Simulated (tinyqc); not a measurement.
# Short-channel transistor, virtual-source model with series resistance: effects of single changes

The current per gate width is the charge at the top of the source barrier (the virtual source) times its velocity times a saturation function; al and be are fitting constants of the model. Units: I in uA/um, Rs in ohm um, so I Rs = 1e-6 I Rs in volts; Q in uC/cm^2, so I = 1e-4 Q vx0 Fsat with vx0 in cm/s.

Values chosen for this exercise: temperature T = 300 K; inversion capacitance Cinv = 3.56 uF/cm^2; velocity at the virtual source vx0 = 1.27e7 cm/s; apparent mobility mu = 220 cm^2/(V s); channel length L = 90 nm; threshold at zero drain voltage VT0 = 0.344 V; drain-induced barrier lowering dl = 0.132 V/V; subthreshold factor n0 = 1.2; growth of n with drain voltage nd = 0 1/V; threshold shift (in units of Vt) from weak to strong inversion al = 3.5; sharpness of saturation be = 2; series resistance of each contact Rs = 70 ohm um.

Constants: q = 1.602176634e-19 C, kB = 1.380649e-23 J/K, Vt = kB T/q. Results are converted to the units shown.

Each table varies one quantity; the others keep the values above.

## Effect of the drain-induced barrier lowering on the on and off currents

Intrinsic voltages Vg' = Vgs - I Rs, Vd' = Vds - 2 I Rs. n = n0 + nd Vd', VT = VT0 - dl Vd', Ff = 1/(1 + exp((Vg' - VT + al Vt/2)/(al Vt))), Q = Cinv n Vt ln(1 + exp((Vg' - VT + al Vt Ff)/(n Vt))), Vdsat = (vx0 L/mu)(1 - Ff) + Vt Ff, Fsat = u/(1 + u^be)^(1/be) with u = Vd'/Vdsat, and I = Q vx0 Fsat per width. I is solved self-consistently. Ion is I at Vgs = Vds = 0.8 V, Ioff at Vgs = 0, Vds = 0.8 V, and Rlin = Vds/I at Vgs = 0.8 V, Vds = 0.05 V.

Effect of the drain-induced barrier lowering on the on and off currents:

| dl (V/V) | Ion (uA/um) | Ioff (nA/um) | log10(Ion/Ioff) | Rlin (ohm um) |
|---|---|---|---|---|
| 0 | 1279 | 35.66 | 4.555 | 396.2 |
| 0.04 | 1340 | 95.85 | 4.146 | 395.5 |
| 0.08 | 1399 | 253.4 | 3.742 | 394.8 |
| 0.12 | 1456 | 655.3 | 3.347 | 394.1 |
| 0.16 | 1511 | 1644 | 2.963 | 393.4 |
| 0.2 | 1563 | 3961 | 2.596 | 392.7 |
| 0.24 | 1614 | 9041 | 2.252 | 392.0 |
| 0.28 | 1664 | 1.923e4 | 1.937 | 391.3 |

What does the comparison show?

As dl goes from 0 to 0.28 V/V, Ion rises from 1280 to 1660 uA/um, Ioff rises from 35.7 to 19200 nA/um and Rlin falls from 396 to 391 ohm um. Ion changes by a factor of 1.30 and Ioff by 539. The off current depends on it through an exponential, the on current about linearly. For dl = 0.16 to 0.28 V/V the off current passes 1 uA/um, so the device is hardly off at Vgs = 0.

## Effect of the channel length on the on and off currents

Same model as above.

mu, vx0, VT0, dl and n0 are held fixed.

Effect of the channel length on the on and off currents:

| L (nm) | Ion (uA/um) | Ioff (nA/um) | log10(Ion/Ioff) | Rlin (ohm um) |
|---|---|---|---|---|
| 10 | 1808.6 | 870.13 | 3.3177 | 169.47 |
| 15 | 1799.9 | 870.01 | 3.3157 | 183.90 |
| 24 | 1776.6 | 869.75 | 3.3102 | 209.58 |
| 36 | 1733.2 | 869.34 | 3.2997 | 243.47 |
| 55 | 1646.7 | 868.54 | 3.2778 | 296.65 |
| 85 | 1496.9 | 866.92 | 3.2372 | 380.02 |
| 130 | 1291.5 | 863.68 | 3.1747 | 504.46 |
| 200 | 1047.5 | 856.75 | 3.0873 | 697.46 |

As L goes from 10 to 200 nm, Ion falls from 1810 to 1050 uA/um, Ioff falls from 870 to 857 nA/um and Rlin rises from 169 to 697 ohm um. Ion changes by a factor of 0.579 and Ioff by 0.985. At L = 200 nm the channel is long for this model, whose fixed vx0 belongs to short devices.

## Effect of the apparent mobility on the on and off currents

Same model as above.

Results:

| mu (cm^2/(V s)) | Ion (uA/um) | Ioff (nA/um) | log10(Ion/Ioff) | Rlin (ohm um) |
|---|---|---|---|---|
| 50 | 671.6 | 826.7 | 2.910 | 1237 |
| 85 | 959.2 | 852.7 | 3.051 | 788.2 |
| 140 | 1246 | 862.7 | 3.159 | 536.0 |
| 240 | 1509 | 867.1 | 3.241 | 373.1 |
| 410 | 1679 | 868.8 | 3.286 | 277.9 |
| 1200 | 1797 | 870.0 | 3.315 | 188.2 |
| 2000 | 1809 | 870.1 | 3.318 | 169.2 |

Estimate the missing row, mu = 700 cm^2/(V s).

Computed row:

| mu (cm^2/(V s)) | Ion (uA/um) | Ioff (nA/um) | log10(Ion/Ioff) | Rlin (ohm um) |
|---|---|---|---|---|
| 700 | 1763 | 869.6 | 3.307 | 221.7 |

With this row back in the table: As mu goes from 50 to 2000 cm^2/(V s), Ion rises from 672 to 1810 uA/um, Ioff rises from 827 to 870 nA/um and Rlin falls from 1240 to 169 ohm um. Ion changes by a factor of 2.69 and Ioff by 1.05.

Program tinyqc, `OMP_NUM_THREADS=1 python tinyqc.py 2380038 2380039 out.jsonl`; Intel Xeon 2.30GHz, shared host, one thread, about 0.01 s.
